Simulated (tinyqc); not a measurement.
Changing the decay q: Gupta-type many-body potential for a metal. Computed by tinyqc, a small Python program. Command: `OMP_NUM_THREADS=1 python tinyqc.py 3028281 3028282 out.jsonl gupta sweep`. One thread of a shared host (Intel(R) Xeon(R) Processor @ 2.30GHz), about 0.02 s of CPU time with the checks.

E_i = sum_j A exp(-p (r_ij/r0 - 1)) - xi rho_i^gamma, with rho_i = sum_j exp(-2 q (r_ij/r0 - 1)); gamma = 1/2 is the tight-binding second-moment form. The crystal is fcc unless stated; d is the neighbour distance and a fixed number of shells is kept.

Inputs (values chosen for the exercise, modelled on copper):
```
quantity                   value      unit
repulsion A               0.0885        eV
hopping xi                  1.18        eV
decay p                     11.2         -
reference distance r0      2.556  angstrom
shells kept                    3         -
embedding exponent gamma     0.5         -
```

Surface: (111).

Constants: 1 eV/angstrom^3 = 160.2176634 GPa; 1 eV/angstrom^2 = 16.02176634 J/m^2.

Method:
- fcc shells: d sqrt(k), k = 1..5, with 12, 6, 24, 12, 24 atoms; Omega = d^3/sqrt2.
- Equilibrium: dE/dd = 0; B = d^2 E''(d)/(9 Omega).
- Repulsion and density of one neighbour in each shell, and their sums.
- Each neighbour j of the vacancy loses one repulsive term and one density term: E_v = sum_shells count x {-repulsion - xi [(rho - density)^gamma - rho^gamma]}. (The removed atom returns to a bulk-like site, so its own energy cancels.)
- Second derivatives of E/Omega at equilibrium under homogeneous strain: e_xx = h gives C11; e_xx = -e_yy = h gives 2 (C11 - C12); e_xy = e_yx = h/2 gives C44.
- Cut the crystal without relaxation; an atom in layer l keeps the neighbours that lie below the surface plane. Excess = E_i + E_c. Surface energy = sum of excesses over the layers, divided by the area per surface atom: (sqrt3/2) d^2 for (111), d^2 for (100), sqrt2 d^2 for (110).

One run for each value; columns: (1) decay q; (2) ratio E_v/E_c, E_c = xi rho^gamma less the repulsive energy; (3) Cauchy pressure C12 - C44 (GPa); (4) bulk modulus B (GPa); (5) surface energy (J/m^2):
```
(1)       (2)     (3)     (4)     (5)
1.36  0.42374  16.841   99.40  1.6415
1.56  0.41307  20.555  106.43  1.4918
1.75  0.40275  24.412  113.06  1.3732
1.95  0.39151  28.908  120.24  1.2688
2.14  0.38038  33.683  127.39  1.1855
2.33  0.36871  39.042  134.96  1.1146
2.53  0.35575  45.418  143.44  1.0506
2.72  0.34274  52.284  152.06  0.9976
```

Describe and explain the trends.

Over the rows, ratio E_v/E_c, E_c = xi rho^gamma less the repulsive energy falls from 0.424 to 0.343 (exponent d ln y / d ln x -0.19 between the first rows and -0.51 between the last); Cauchy pressure C12 - C44 (GPa) rises from 16.8 to 52.3 (exponent d ln y / d ln x 1.5 between the first rows and 1.9 between the last); bulk modulus B (GPa) rises from 99.4 to 152 (exponent d ln y / d ln x 0.50 between the first rows and 0.81 between the last). A larger q/p makes repulsion and band term cancel more closely, so the many-body part weighs more: vacancies get cheaper relative to E_c and the Cauchy pressure grows.
